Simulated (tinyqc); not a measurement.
Worked calculation: Luttinger-Kohn k.p, four valence bands. One step of it, computed by the program tinyqc.

Question. Hole masses. E = c [g1 k^2 -/+ 2 sqrt(g2^2 k^4 + 3 (g3^2 - g2^2)(kx^2 ky^2 + ky^2 kz^2 + kz^2 kx^2))] with c = hbar^2/2m, and m* = hbar^2 k^2 / (2 E).

Luttinger parameters chosen for this model; energies are counted downward from the top of the valence band:
```
parameter     value  unit
g1         9.270000
g2         1.390000
g3         3.180000
```

Give: Masses.

Answer.

Masses (electron masses):
```
direction   heavy   light
[100]      0.1541  0.0830
[110]      0.2786  0.0669
[111]      0.3436  0.0640
```
